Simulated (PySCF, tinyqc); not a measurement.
Worked calculation: G0W0 on RHF in the 6-31g basis, for H3+, spin multiplicity 1. The lowest restricted solution is unstable here: a spin-polarised one lies 0.0007 hartree lower (PySCF). One step of it, computed by the program tinyqc.

Task: Iteration 7 (converged): orbitals. Diagonalise F' = X^T F X, C = X C', fill 1 alpha and 1 beta electrons from the bottom; D = 2 C_occ C_occ^T. Each column has its largest component positive (the first on a tie).

converged F (hartree), lower triangle:
```
           1H 1s      1H 2s      2H 1s      2H 2s      3H 1s      3H 2s
1H 1s  -0.323129
1H 2s  -0.711357  -0.724834
2H 1s  -0.393884  -0.471218  -0.214664
2H 2s  -0.503313  -0.563709  -0.563519  -0.542558
3H 1s  -0.358648  -0.446202  -0.086928  -0.202936  -0.210724
3H 2s  -0.480309  -0.547067  -0.207043  -0.331658  -0.552867  -0.532715
```

X, lower triangle:
```
           1H 1s      1H 2s      2H 1s     2H 2s      3H 1s     3H 2s
1H 1s   1.270500
1H 2s  -0.576587   2.158559
2H 1s  -0.009694  -0.004924   1.255459
2H 2s   0.053716  -0.741112  -0.494101  1.645384
3H 1s   0.002048  -0.005077  -0.000354  0.041990   1.255184
3H 2s   0.050536  -0.703941   0.044505  0.118454  -0.495335  1.610949
```

Give: F' = X^T F X; orbital energies; coefficients C; D after iteration 7.

Result:

F' = X^T F X (hartree), lower triangle:
```
         1        2        3        4        5        6
1   0.2156
2  -0.6336   0.0285
3  -0.1722  -0.1453   0.2271
4  -0.1048  -0.1804  -0.5237  -0.0125
5  -0.1417  -0.1434   0.0032  -0.0035   0.2185
6  -0.1045  -0.1752  -0.0028  -0.0837  -0.5210  -0.0188
```

orbital energies (hartree): MO1 -0.9137, MO2 -0.3812, MO3 -0.0971, MO4 0.5980, MO5 0.6670, MO6 0.7854

coefficients C:
```
          MO1      MO2      MO3      MO4      MO5      MO6
1H 1s  0.3110  -0.0110   0.2575   0.3714   0.1513  -1.2760
1H 2s  0.3695  -0.0138   1.4624  -0.1644  -0.2349   1.9181
2H 1s  0.2175  -0.2843  -0.1410   0.8413   0.8919   0.4136
2H 2s  0.1499  -0.5347  -1.0362  -0.6832  -0.8888  -0.9383
3H 1s  0.2062   0.3015  -0.1291   0.8772  -0.9335   0.1777
3H 2s  0.1493   0.5805  -0.9467  -0.7119   1.0652  -0.6765
```

D after iteration 7, lower triangle:
```
        1H 1s   1H 2s   2H 1s   2H 2s   3H 1s   3H 2s
1H 1s  0.1935
1H 2s  0.2298  0.2730
2H 1s  0.1353  0.1607  0.0946
2H 2s  0.0932  0.1108  0.0652  0.0449
3H 1s  0.1283  0.1524  0.0897  0.0618  0.0850
3H 2s  0.0929  0.1104  0.0650  0.0448  0.0616  0.0446
```
